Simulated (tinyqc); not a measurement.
Inductance and parasitic capacitance from two readings.

Question. A loss-free coil L in parallel with C shows the apparent inductance L/(1 - w^2 L C), w = 2 pi f. Find L, C and the self-resonance 1/(2 pi sqrt(L C)).

apparent inductance at 3.5 and 7.1 GHz (nH): 1.7397941  3.4656480

Solution. The inverse of the reading is 1/L - w^2 C, a straight line in w^2.

L = 1.50 nH
C = 190 fF
self-resonance = 9.43 GHz

Numbers from tinyqc (`OMP_NUM_THREADS=1 python tinyqc.py 2302092 2302093 out.jsonl`; about 0.01 s on one thread of a shared Intel Xeon 2.30GHz).
